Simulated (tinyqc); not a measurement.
Poole-Frenkel parameters from three currents.

Inverse problem. Poole-Frenkel conduction in an insulator follows J = s0 F exp[-(pt - sqrt(q F/(pi eps0 ei)))/Vt], Vt = kB T/q, F in V/cm. Find ei, pt and s0.

Constants: q = 1.602176634e-19 C, kB = 1.380649e-23 J/K, eps0 = 8.8541878128e-14 F/cm where lengths are in cm. Results are converted to the units shown.

J at (0.5 MV/cm, 325 K), (1.99 MV/cm, 325 K) and (1.99 MV/cm, 375 K) (A/cm^2): [0.0011262790, 77.273948, 183.99480]

Answer. The two fields give the lowering coefficient and so ei; the two temperatures give the lowered barrier, to which the lowering is added back.

ei = 3.820
pt = 0.7300 eV
s0 = 0.02600 S/cm

Numbers from tinyqc (`OMP_NUM_THREADS=1 python tinyqc.py 2370139 2370140 out.jsonl`; about 0.01 s on one thread of a shared Intel Xeon 2.30GHz).
